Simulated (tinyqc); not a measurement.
Worked calculation: alloy A(1-x)B(x) by interpolation with bowing. Values are carried at full precision from step to step, so a last printed digit may differ when a step is redone from the rounded ones.

Each gap follows E(x) = (1 - x) E_A + x E_B - C x (1 - x); the lattice constant follows Vegard, a(x) = (1 - x) a_A + x a_B.

Constants: hc = 1239.841984 eV nm; kB = 8.617333262e-05 eV/K.

Values chosen for the exercise (A near Si, B near Ge; the results hold for these values, not for the real material):

| symbol | value | unit | meaning |
|---|---|---|---|
| a | (5.432, 5.661) | angstrom | lattice constant of A, B |
| x | 0.7 |  | fraction of B |
| Eg | (4.217, 0.906) | eV | gap at Gamma to the s-like level of A, B |
| EgX | (1.179, 0.939) | eV | gap to the lowest valley along Gamma-X of A, B |
| EgL | (2.128, 0.739) | eV | gap to L of A, B |
| C | (0.215, 0.221, 0) | eV | bowing of the Gamma, X and L gaps |
| Dso | (0.044, 0.291) | eV | spin-orbit splitting of A, B |
| Ep | (21.8, 26.4) | eV | Kane energy of A, B |
| me | (0.2009, 0.0378) | m0 | electron mass at Gamma of A, B |
| Cs | 0 | eV | bowing of Dso |
| md | (0.0785, 0.86, 0.58) | m0 | density-of-states masses of Gamma, all X and all L valleys |
| T | 300 | K | temperature |

## Gaps and lattice constant at x

Also give the wavelength hc/E of the lowest gap.

a(x) = 5.5923 angstrom

linear parts (eV): Gamma 1.8993, X 1.0110, L 1.1557

bowing terms C x (1 - x) (eV): Gamma 0.0452, X 0.0464, L 0.0000

gaps (eV): Gamma 1.8541, X 0.9646, L 1.1557

wavelength of the lowest gap = 1285.4 nm

The lowest valley is X, so the gap is indirect; the next, L, lies 191 meV higher.

## Where the valleys cross

The difference of two gaps is a quadratic q2 x^2 + q1 x + q0 with q2 = C_i - C_j, q1 = (E_B - E_A - C)_i - (E_B - E_A - C)_j, q0 = E_A,i - E_A,j; give its roots between 0 and 1 (a dash: none).

Crossings:

| pair | q2 | q1 | q0 | first root | second root |
|---|---|---|---|---|---|
| Gamma-X | -0.006 | -3.065 | 3.038 | 0.9893 | - |
| Gamma-L | 0.215 | -2.137 | 2.089 | - | - |
| X-L | 0.221 | 0.928 | -0.949 | 0.8504 | - |

The lowest valley changes at x = 0.850 (X to L, gap 0.947 eV). The other crossings lie above the lowest valley.

## Electron mass of the alloy

Mass at Gamma from the Kane formula 1/m = F + Ep (Eg + 2 Dso/3)/(Eg (Eg + Dso)). F is fixed by the masses of A and B and interpolated linearly, as is Ep; Eg and Dso carry their bowing.

Compare with the linear interpolation of the masses.

F of A, B: -0.1742  -0.3227

Ep, Eg, Dso at x (eV): 25.0200  1.8541  0.2169

m(x) from the Kane formula = 0.0785 m0
m(x) linear = 0.0867 m0

The Kane value lies 9.5 % below the linear one. The Gamma valley is not the lowest at this x.

## Shares of the electrons in the valleys

Non-degenerate: n_i proportional to md_i^(3/2) exp(-E_i/kT).

md^(3/2): Gamma 0.0220, X 0.7975, L 0.4417

(E - E_min)/kT: Gamma 34.41, X 0.00, L 7.39

shares: Gamma 0.000, X 1.000, L 0.000

X holds most electrons (100.0 %).

## Checks

- The Gamma and X gaps at their crossing x = 0.9893 (eV): both 0.9392.
- The X and L gaps at their crossing x = 0.8504 (eV): both 0.9468.

(tinyqc, `OMP_NUM_THREADS=1 python tinyqc.py 1051537 1051538 out.jsonl`, Intel(R) Xeon(R) Processor @ 2.30GHz, 1 thread, shared host, about 0.01 s.)
